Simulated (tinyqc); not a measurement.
From results back to parameters: shallow acceptor in the spherical four-band model. Two cases, with inputs chosen for the exercise.

Problem. The binding energy of the ground state was computed from a hidden mu.

The ground state 1S3/2 has an L = 0 part f(r) and an L = 2 part g(r). In units of Ry* and a*, with Gaussians f_i = exp(-a_i r^2), g_i = r^2 exp(-a_i r^2), A = a_i + a_j and I(n) = Gamma((n + 1)/2)/(2 A^((n + 1)/2)): S_ff = I(2), S_gg = I(6), H_ff = (6 a_i a_j/A) I(2) - 2 I(1), H_gg = (14 a_i a_j/A) I(6) - 2 I(5), H_fg = -mu [15 I(2) - 20 a_j I(4) + 4 a_j^2 I(6)]; each function is then normalised. The split-off band is left out.

Converged values use 22 exponents 2.2^i, i = -7 to 14, for f and for g.

Case 1.

Ry* = 4.336 meV
binding energy = 12.436 meV

Case 2.

Ry* = 4.074 meV
binding energy = 10.795 meV

Find: binding in Ry*; mu; heavy/light mass ratio (1 + mu)/(1 - mu).

Solution. The binding in Ry* rises steadily with mu, so bisection finds one value.

Case 1.

binding in Ry* = 2.868
mu = 0.823
heavy/light mass ratio (1 + mu)/(1 - mu) = 10.3

Case 2.

binding in Ry* = 2.650
mu = 0.806
heavy/light mass ratio (1 + mu)/(1 - mu) = 9.3

Computed by tinyqc, one run a case: `OMP_NUM_THREADS=1 python tinyqc.py N N+1 out.jsonl` with N = 1280764, 1280796; one thread of a shared Intel(R) Xeon(R) Processor @ 2.30GHz, about 0.06 s a run at most.
